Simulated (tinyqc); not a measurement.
Liquidus of a compound AB in a simple-solution melt, liquid-phase epitaxy and vapour pressures: one step, computed by the program tinyqc.

x is the atom fraction of B in the melt. The melt is a simple solution: R T ln gamma_B = W (1 - x)^2, R T ln gamma_A = W x^2, W = a + b T. The solid AB is stoichiometric.

Task: Vapour pressures and congruent evaporation. Liquidus (Vieland): f(x) = R T ln[4 x (1 - x)] + 2 W (1/2 - x)^2 + S_F (T_F - T) = 0. Over the A-rich liquidus: p_A = gamma_A (1 - x) exp(S_A/R - H_A/(R T)), p_B2 = [gamma_B x exp(S_B/R - H_B/(R T))]^2, in bar. Free evaporation is congruent while the A flux over this liquidus is at least the B flux; with A and B2 taken as equal in mass for the estimate, T_c solves p_A = 2 p_B2.

Inputs (values chosen for the exercise, modelled on InAs for the melt): melting point T_F = 1215 K; entropy of fusion S_F = 61.5 J/(mol K); interaction a = 16.9 kJ/mol; interaction slope b = -40.2 J/(mol K); saturation temperature T = 1013 K; heat of evaporation of A = 260 kJ/mol; entropy of evaporation of A = 111 J/(mol K); heat of evaporation of B as (1/2) B2 = 98.2 kJ/mol; entropy of evaporation of B as (1/2) B2 = 69.9 J/(mol K).

Constants: R = 8.314462618 J/(mol K).

Give: log10 p_A; log10 p_B2; congruent temperature T_c.

Result:

log10 p_A = -7.6972

log10 p_B2 = -6.3611

congruent temperature T_c = 730.06 K

T is above T_c: in vacuum B leaves faster and droplets of A form unless a B flux is supplied.
